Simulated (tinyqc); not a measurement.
Inputs raised by 2 %, one at a time: implant damage, amorphisation by cascade overlap, and solid-phase epitaxial regrowth. Computed by tinyqc, a small Python program. Command: `OMP_NUM_THREADS=1 python tinyqc.py 3113819 3113820 out.jsonl sper sens`. One thread of a shared host (Intel(R) Xeon(R) Processor @ 2.30GHz), about 0.01 s of CPU time with the checks.

Range and width of the damage are inputs. Dynamic annealing enters only through the surviving share f.

Inputs (values chosen for the exercise, modelled on arsenic ions in silicon):

| quantity | value | unit |
|---|---|---|
| atomic density N | 49.9 | 1/nm^3 |
| ion Z1 | 33 | - |
| ion mass M1 | 74.9 | u |
| target Z2 | 14 | - |
| target mass M2 | 28.09 | u |
| ion energy E | 85 | keV |
| displacement energy E_d | 16 | eV |
| depth of the damage peak R_d | 51 | nm |
| width of the damage profile s_d | 26 | nm |
| share of defects that survive f | 0.89 | - |
| critical displaced share x_c | 0.19 | - |
| dose Q | 1.1e+15 | 1/cm^2 |
| regrowth prefactor v0 | 5.3e+15 | nm/s |
| regrowth energy E_a | 2.72 | eV |
| anneal temperature | 715 | C |
| rate relative to (100) | 0.33 | - |
| peak enhancement by the dopant | 1.6 | - |
| ramp rate | 56 | K/s |

Constants: a_0 = 0.529177210903 angstrom; e^2/(4 pi eps_0) = 14.39964548 eV angstrom; k_B = 8.617333262e-05 eV/K.

Method:
- Robinson partition: eps = E a M2/(Z1 Z2 (e^2/(4 pi eps_0)) (M1 + M2)), a = 0.8853 a_0/sqrt(Z1^(2/3) + Z2^(2/3)); k = 0.0793 Z1^(2/3) Z2^(1/2) (M1 + M2)^(3/2)/((Z1^(2/3) + Z2^(2/3))^(3/4) M1^(3/2) M2^(1/2)); damage energy T_d = E/(1 + k (eps + 0.40244 eps^(3/4) + 3.4008 eps^(1/6))); displacements nu = 0.8 T_d/(2 E_d).
- Displaced share x(z) = f nu Q exp(-(z - R_d)^2/(2 s_d^2))/(sqrt(2 pi) s_d N); the layer is amorphous where x > x_c, between R_d -/+ s_d sqrt(2 ln(x_max/x_c)), the upper edge being cut at the surface. Threshold dose Q_c = Q x_c/x_max.
- v = v0 x orientation factor x exp(-E_a/(k_B T)) x [1 + (enhancement - 1) exp(-(z - R_d)^2/(2 s_d^2))], T = anneal temperature + 273.15 K; the dopant is taken to follow the damage profile; the lower front moves from the lower edge z2 to the surface, or to the middle (z1 + z2)/2 of a buried layer with upper edge z1; time = int dz/v; the equivalent undoped distance is that time times the undoped velocity.
- On a linear ramp from 200 C regrowth ends at the T_f where int v_undoped dT/(ramp rate) equals the equivalent undoped distance.

Runs:

| input moved | from | to | threshold dose Q_c (1/cm^2) | lower edge (nm) | time with enhancement (s) | temperature at which regrowth ends (C) |
|---|---|---|---|---|---|---|
| base run | - | - | 4.6035e+13 | 116.50 | 3.8279 | 776.70 |
| ion energy E (keV) | 85 | 86.7 | 4.5210e+13 | 116.69 | 3.8357 | 776.76 |
| share of defects that survive f | 0.89 | 0.9078 | 4.5132e+13 | 116.71 | 3.8364 | 776.77 |
| dose Q (1/cm^2) | 1.1e+15 | 1.122e+15 | 4.6035e+13 | 116.71 | 3.8364 | 776.77 |
| regrowth energy E_a (eV) | 2.72 | 2.7744 | 4.6035e+13 | 116.50 | 7.2513 | 797.03 |
| peak enhancement by the dopant | 1.6 | 1.632 | 4.6035e+13 | 116.50 | 3.7851 | 776.33 |
| ramp rate (K/s) | 56 | 57.12 | 4.6035e+13 | 116.50 | 3.8279 | 777.35 |

Exponents ln(y'/y) / ln(x'/x):

| input | threshold dose Q_c | lower edge | time with enhancement | temperature at which regrowth ends |
|---|---|---|---|---|
| ion energy E | -0.914 | 0.081 | 0.102 | 0.004 |
| share of defects that survive f | -1.000 | 0.088 | 0.112 | 0.005 |
| dose Q | 0.000 | 0.088 | 0.112 | 0.005 |
| regrowth energy E_a | 0.000 | 0.000 | 32.261 | 1.305 |
| peak enhancement by the dopant | 0.000 | 0.000 | -0.569 | -0.024 |
| ramp rate | 0.000 | 0.000 | 0.000 | 0.042 |

To which inputs is each result most sensitive?

Among the inputs moved here: threshold dose Q_c answers most in size to share of defects that survive f (exponent -1.000), next to ion energy E (-0.914); its exponent is below 0.0005 for dose Q, regrowth energy E_a, peak enhancement by the dopant, ramp rate. Lower edge answers most in size to share of defects that survive f (exponent +0.088), and about equally to dose Q (+0.088); its exponent is below 0.0005 for regrowth energy E_a, peak enhancement by the dopant, ramp rate. Time with enhancement answers most in size to regrowth energy E_a (exponent +32.261), next to peak enhancement by the dopant (-0.569); its exponent is below 0.0005 for ramp rate. Temperature at which regrowth ends answers most in size to regrowth energy E_a (exponent +1.305), next to ramp rate (+0.042).

Extremes, crossings and ranges named in words are read from the listed rows.
